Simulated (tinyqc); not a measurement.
Forward curve with series resistance: current of a Schottky diode by thermionic-emission-diffusion theory, and its read-back from I-V-T and C-V data. Computed by tinyqc, a small Python program. Command: `OMP_NUM_THREADS=1 python tinyqc.py 3021352 3021353 out.jsonl schottky walk`. One thread of a shared host (Intel(R) Xeon(R) Processor @ 2.30GHz), about 0.01 s of CPU time with the checks.

Full ionisation, no tunnelling, no recombination current. V is the voltage across the junction itself, forward positive.

Inputs (values chosen for the exercise, modelled on n-type amorphous oxide): Richardson constant A* = 39.4 A/(cm^2 K^2); effective density of states at 300 K, N_c = 5e+18 1/cm^3; permittivity eps = 10; mobility mu = 9.5 cm^2/(V s); barrier without image force phi_0 (mean) = 0.743 eV; doping N = 4e+16 1/cm^3; series resistance R_s = 7.9 milliohm cm^2; junction voltage V = 0.35 V; temperature T = 300 K; standard deviation sigma = 36 meV; relative change of sigma^2 with bias, rho = 0.4 1/V.

Barrier: Gaussian spread of heights.

Constants: k_B = 8.617333262e-05 eV/K; e = 1.602176634e-19 C; eps_0 = 8.8541878128e-12 F/m.

Method:
- N_c(T) = N_c (T/300 K)^(3/2); V_bi = phi_0 - (k_B T/e) ln(N_c(T)/N); surface field F = sqrt(2 e N (V_bi - V - k_B T/e)/(eps eps_0)); image lowering d_phi = sqrt(e F/(4 pi eps eps_0)); effective barrier phi = phi_0 - d_phi - sigma^2 (1 - rho V)/(2 k_B T).
- Collection velocity v_R = A* T^2/(e N_c(T)); diffusion velocity v_D = mu F; J = e N_c(T) v_R/(1 + v_R/v_D) exp(-phi/k_B T) [exp(e V/k_B T) - 1].
- Terminal voltage V + J R_s; apparent ideality from neighbouring rows, (e/k_B T) dV_terminal/d ln J.

built-in voltage V_bi = 0.618178 V

Forward curve; the last column belongs to the interval up to the next row:
```
V (V)  J (A/cm^2)  terminal voltage (V)  apparent n
0.142  3.8987e-04                0.1420       1.058
0.197  2.9149e-03                0.1970       1.069
0.252  2.1429e-02                0.2522       1.097
0.307  1.5461e-01                0.3082       1.237
0.362  1.0869e+00                0.3706       2.114
0.417  7.3422e+00                0.4750       7.619
0.472  4.6288e+01                0.8377      38.212
0.527  2.5044e+02                2.5055           -
```

What follows from these numbers?

The resistance takes over where J R_s exceeds k_B T/e, at J = 3.27 A/cm^2; the apparent ideality climbs from 1.06 to 38.2, so barrier and n must be read below that current. Rows where the resistance drops more than 1 V are formal, since self-heating is left out.
